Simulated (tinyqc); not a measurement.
Conduction-band anticrossing with a localised impurity level: one step. Dispersion. Three cases, with inputs chosen for the exercise.

Task: Seven points from k = 0 to 0.12 1/angstrom.

Host conduction band EM(k) = Eg - al x + c k^2/mM, c = hbar^2/2m0, coupled to a flat level EI by V = C sqrt(x): H = [[EM, V], [V, EI]], E+/- = (EM + EI)/2 +/- sqrt((EM - EI)^2/4 + V^2). The host weight of a state at E is f = 1/(1 + V^2/(E - EI)^2), and its mass at k = 0 is mM/f. The gap is E-(0), the valence top staying at 0.

Constants: hbar^2/2m0 = 3.80998211 eV angstrom^2.

Give: a table of k (1/angstrom), EM, E-, E+, host weight of E-.

Case 1.

Values chosen (host near InP; the results hold for these values, not for the real material): Eg = 1.433 eV (gap at Gamma to the s-like level); mM = 0.0782 m0 (mass of the host band); EI = 1.639 eV (impurity level, from the valence top of the host); C = 2.23 eV (coupling); al = 0.4 eV (linear shift of the host edge); x = 0.032 (impurity fraction).

Result:

Levels (eV):
```
k (1/angstrom)      EM      E-      E+  host weight of E-
0.000           1.4202  1.1160  1.9432              0.632
0.020           1.4397  1.1282  1.9505              0.621
0.040           1.4982  1.1635  1.9737              0.587
0.060           1.5956  1.2178  2.0168              0.527
0.080           1.7320  1.2839  2.0871              0.442
0.100           1.9074  1.3523  2.1941              0.341
0.120           2.1218  1.4141  2.3467              0.241
```

E- flattens towards EI = 1.639 eV, which it cannot cross: its width is bounded by 0.523 eV, of which 57 % is used up at the last point. The unmixed host band crosses EI at k = 0.0670 1/angstrom, where the splitting is smallest, 2V = 0.798 eV.

Case 2.

Values chosen (host near GaAs; the results hold for these values, not for the real material): Eg = 1.536 eV (gap at Gamma to the s-like level); mM = 0.0681 m0 (mass of the host band); EI = 1.703 eV (impurity level, from the valence top of the host); C = 2.05 eV (coupling); al = 1.57 eV (linear shift of the host edge); x = 0.037 (impurity fraction).

Result:

Levels (eV):
```
k (1/angstrom)      EM      E-      E+  host weight of E-
0.000           1.4779  1.1804  2.0005              0.637
0.020           1.5003  1.1945  2.0088              0.624
0.040           1.5674  1.2351  2.0353              0.585
0.060           1.6793  1.2967  2.0857              0.515
0.080           1.8360  1.3696  2.1694              0.417
0.100           2.0374  1.4419  2.2985              0.305
0.120           2.2835  1.5036  2.4829              0.204
```

E- flattens towards EI = 1.703 eV, which it cannot cross: its width is bounded by 0.523 eV, of which 62 % is used up at the last point. The unmixed host band crosses EI at k = 0.0634 1/angstrom, where the splitting is smallest, 2V = 0.789 eV.

Case 3.

Values chosen (host near GaAs; the results hold for these values, not for the real material): Eg = 1.513 eV (gap at Gamma to the s-like level); mM = 0.0667 m0 (mass of the host band); EI = 1.773 eV (impurity level, from the valence top of the host); C = 2.49 eV (coupling); al = 1.83 eV (linear shift of the host edge); x = 0.0038 (impurity fraction).

Result:

Levels (eV):
```
k (1/angstrom)      EM      E-      E+  host weight of E-
0.000           1.5060  1.4361  1.8429              0.828
0.020           1.5289  1.4548  1.8471              0.811
0.040           1.5974  1.5084  1.8620              0.748
0.060           1.7117  1.5858  1.8989              0.598
0.080           1.8716  1.6611  1.9835              0.347
0.100           2.0773  1.7090  2.1412              0.148
0.120           2.3286  1.7334  2.3682              0.062
```

E- flattens towards EI = 1.773 eV, which it cannot cross: its width is bounded by 0.337 eV, of which 88 % is used up at the last point. The unmixed host band crosses EI at k = 0.0684 1/angstrom, where the splitting is smallest, 2V = 0.307 eV.

Computed by tinyqc, one run a case: `OMP_NUM_THREADS=1 python tinyqc.py N N+1 out.jsonl` with N = 1051154, 1051424, 1051574; one thread of a shared Intel(R) Xeon(R) Processor @ 2.30GHz, about 0.01 s a run at most.
